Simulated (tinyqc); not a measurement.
Hydrogenic impurity: series, fields, screening, photoionisation and donor-acceptor pairs: one step, computed by the program tinyqc. Command: `OMP_NUM_THREADS=1 python tinyqc.py 3011357 3011358 out.jsonl hydrogenic walk`. One thread of a shared host (Intel(R) Xeon(R) Processor @ 2.30GHz), about 0.01 s of CPU time with the checks.

One isotropic, parabolic band. Effective units: Ry* and a*, in which H = -nabla^2 - 2/r.

Task: Effective units and the series. Ry* = Ry m/eps^2, a* = a_0 eps/m; level n is bound by Ry*/n^2; <r> = (3/2) a* in 1s; lines 1s -> np at Ry* (1 - 1/n^2); 1 THz = 4.135667696 meV.

Inputs (values chosen for the exercise, modelled on ZnSe): electron mass m = 0.149 m_0; dielectric constant eps = 8.75.

Parts treated: magnetic field and photoionisation.

Constants: Ry = 13.605693123 eV; a_0 = 0.529177210903 angstrom; h x 1 THz = 4.135667696 meV.

Give: Ry*; a*; <r> of 1s; Series.

Result:

Ry* = 26.48 meV

a* = 31.08 angstrom

<r> of 1s = 46.61 angstrom

Series:
```
n  binding (meV)  line from 1s (meV)  line (THz)
2          6.620               19.86       4.802
3          2.942               23.54       5.691
4          1.655               24.82       6.002
5          1.059               25.42       6.146
```
